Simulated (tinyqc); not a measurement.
From results back to parameters: spherical quantum dot. Two cases, with inputs chosen for the exercise.

Problem. The transition energy below was computed from a hidden radius.

Brus estimate with the correlation term of Kayanuma, both carriers between hard walls: E = Eg + c (pi/R)^2 (1/mw + 1/mh) - 1.786 q/(eps R) - 0.248 Ry*, with q = e^2/(4 pi eps0), Ry* = Ry mu/eps^2, 1/mu = 1/mw + 1/mh, a* = a0 eps/mu, c = hbar^2/2m0. It assumes R below about a*.

Constants: hbar^2/2m0 = 3.80998211 eV angstrom^2; e^2/(4 pi eps0) = 14.39964547 eV angstrom; Ry = 13.60569312 eV; a0 (Bohr radius) = 0.5291772105 angstrom; hc = 1239.841984 eV nm.

Case 1.

Values chosen (near those of a non-polar GaN dot in AlN; not measured data):
- Eg = 3.529 eV (bulk gap)
- mw = 0.198 m0 (mass inside)
- mh = 0.6 m0 (hole mass)
- eps = 9.8 (dielectric constant inside)

E = 4.085335 eV

Case 2.

Values chosen (near those of a non-polar GaN dot in AlGaN; not measured data):
- Eg = 3.453 eV (bulk gap)
- mw = 0.201 m0 (mass inside)
- mh = 0.3 m0 (hole mass)
- eps = 9.8 (dielectric constant inside)

E = 3.586889 eV

Find: E - Eg + 0.248 Ry*; R.

Solution.

Case 1.

E - Eg + 0.248 Ry* = 0.5616 eV
R = 19.0 angstrom

With u = 1/R the formula is a quadratic A u^2 - B u - D = 0, A = c pi^2/mu, B = 1.786 q/eps, D = E - Eg + 0.248 Ry*; for D > 0 it has one positive root, R = 2A/(B + sqrt(B^2 + 4 A D)). Hard walls and parabolic bands overstate so large a shift, so a real dot of this energy is smaller.

Case 2.

E - Eg + 0.248 Ry* = 0.1381 eV
R = 39.0 angstrom

With u = 1/R the formula is a quadratic A u^2 - B u - D = 0, A = c pi^2/mu, B = 1.786 q/eps, D = E - Eg + 0.248 Ry*; for D > 0 it has one positive root, R = 2A/(B + sqrt(B^2 + 4 A D)).

Computed by tinyqc, one run a case: `OMP_NUM_THREADS=1 python tinyqc.py N N+1 out.jsonl` with N = 1280954, 1281143; one thread of a shared Intel(R) Xeon(R) Processor @ 2.30GHz, about 0.03 s a run at most.
